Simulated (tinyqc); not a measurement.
Angle of incidence: thin-film optics by transfer matrices.

Indices N = n + i k. Snell: N0 sin(theta) = N_j sin(theta_j), with Im(N_j cos theta_j) >= 0. Admittance y_j = N_j cos theta_j for s and N_j/cos theta_j for p. Phase delta_j = 2 pi N_j cos theta_j d_j/lambda. Layer matrix [[cos delta, -i sin delta/y], [-i y sin delta, cos delta]], multiplied from the top down to M. (B, C) = M (1, y_sub); r = (y0 B - C)/(y0 B + C), R = |r|^2, T = 4 Re y0 Re y_sub/|y0 B + C|^2, absorbed in the films 1 - R - T.

Ellipsometry: rho = tan(Psi) exp(i Delta) = -conj(r_p/r_s) with the r of the admittance formula, Delta in 0 to 360 degrees, so that a bare dielectric at small angles gives Delta = 180.

Parameters, chosen for this exercise (indices near those of Si3N4 on Al; shifted at random, so the results belong to these values and not to a real crystal):
- lam = 633 nm (vacuum wavelength)
- n0 = 1 (ambient index)
- n = (2.039, 1.378) (n of Si3N4, substrate)
- k = (0, 7.765) (k in the same order)
- d = (19.1) nm (thicknesses, top first)

Both polarisations.

Stack:

| theta (degrees) | R_s | R_p | Psi | Delta |
|---|---|---|---|---|
| 0 | 0.8925 | 0.8925 | 45.00 | 180.00 |
| 15 | 0.8960 | 0.8897 | 44.90 | 177.75 |
| 30 | 0.9061 | 0.8804 | 44.59 | 170.68 |
| 45 | 0.9226 | 0.8629 | 44.04 | 157.54 |
| 55 | 0.9367 | 0.8454 | 43.53 | 143.75 |
| 65 | 0.9529 | 0.8250 | 42.94 | 123.04 |
| 70 | 0.9617 | 0.8175 | 42.68 | 108.47 |
| 75 | 0.9709 | 0.8185 | 42.56 | 89.67 |
| 80 | 0.9804 | 0.8397 | 42.78 | 65.35 |
| 85 | 0.9901 | 0.8982 | 43.60 | 34.89 |

Give the missing row, theta (degrees) = 60.

Computed row:
```
theta (degrees)     R_s     R_p    Psi   Delta
60               0.9446  0.8352  43.24  134.52
```

R_s and R_p agree at normal incidence (0.8925). R_p is lowest at 70 degrees of those listed (0.8175), where R_s = 0.9617: the two are within a factor 2 of each other, so the minimum selects polarisation poorly. R_s rises steadily with the angle.

Program tinyqc; command `OMP_NUM_THREADS=1 python tinyqc.py 1681092 1681093 out.jsonl`; about 0.03 s on one thread of a shared Intel(R) Xeon(R) Processor @ 2.30GHz.
